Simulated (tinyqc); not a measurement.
The diagram with and without ligand: potential-pH (Pourbaix) lines of a metal, its cation, its oxide and an oxyanion, with a complexing ligand. Computed by tinyqc, a small Python program. Command: `OMP_NUM_THREADS=1 python tinyqc.py 3026499 3026500 out.jsonl pourb walk`. One thread of a shared host (Intel(R) Xeon(R) Processor @ 2.30GHz), about 0.01 s of CPU time with the checks.

Potentials are against the standard hydrogen electrode; solids and water have unit activity; dG_f of M, H+ and the electron is zero; F = e N_A and s = R T ln(10)/F. The cation carries z = 2.

Inputs (values chosen for the exercise, modelled on tin): dG_f of the cation = -27.54 kJ/mol; dG_f of the oxide = -250.66 kJ/mol; dG_f of the oxyanion = -300.51 kJ/mol; dG_f of water = -237.14 kJ/mol; temperature T = 298.15 K; log10 of the dissolved activity a = -3; log10 of the stability constant beta of ML = 9.7; pKa of HL = 8.1; total ligand c_L = 0.0028 mol/L.

Species: M, M2+, MO, MO2(2-).

Constants: R = 8.314462618 J/(mol K); e = 1.602176634e-19 C; N_A = 6.02214076e+23 1/mol.

Method. M2+ + 2e = M; MO + 2H+ + 2e = M + H2O; MO2(2-) + 4H+ + 2e = M + 2H2O. For each, E0 = -dG/(z F), and E = E0 + (s/z) log10 a - (s n_H/z) pH, with no activity term for the oxide. The free ligand is c_L/(1 + 10^(pKa - pH)) (ligand in excess); dissolved metal is a in all, so the free cation is a/alpha, alpha = 1 + beta [L]; the cation line drops by (s/z) log10 alpha.

E0 (V): cation -0.142716, oxide -0.070062, oxyanion 0.900500

s = 0.0591593 V

Lines against the metal (V); the species with the lowest line is stable above it:
```
pH    cation     oxide  oxyanion  stable above  cation with ligand  stable above, ligand
0   -0.23146  -0.07006   0.81176        cation            -0.23281             dissolved
2   -0.23146  -0.18838   0.57512        cation            -0.26353             dissolved
4   -0.23146  -0.30670   0.33849         oxide            -0.32160             dissolved
5   -0.23146  -0.36586   0.22017         oxide            -0.35116                 oxide
6   -0.23146  -0.42502   0.10185         oxide            -0.38065                 oxide
7   -0.23146  -0.48418  -0.01647         oxide            -0.40935                 oxide
8   -0.23146  -0.54334  -0.13479         oxide            -0.43240                 oxide
9   -0.23146  -0.60250  -0.25311         oxide            -0.44134                 oxide
10  -0.23146  -0.66166  -0.37143         oxide            -0.44270                 oxide
12  -0.23146  -0.77997  -0.60806         oxide            -0.44286                 oxide
14  -0.23146  -0.89829  -0.84470         oxide            -0.44287                 oxide
```

What does the comparison show, and why?

Without ligand the oxide holds 9 of the eleven rows (pH 4 to 14), with it 8 (pH 5, 6, 7, 8, 9, 10, 12, 14). The ligand acts once beta [L] exceeds 1, from pH = pKa - log10(beta c_L) = 1.0 on; its line then falls by at most s/z per pH unit and flattens beyond pKa, 0.211 V below the free cation at most. The oxide line falls faster, by s per pH unit, so the oxide takes over again at higher pH.

Extremes, crossings and ranges named in words are read from the listed rows.
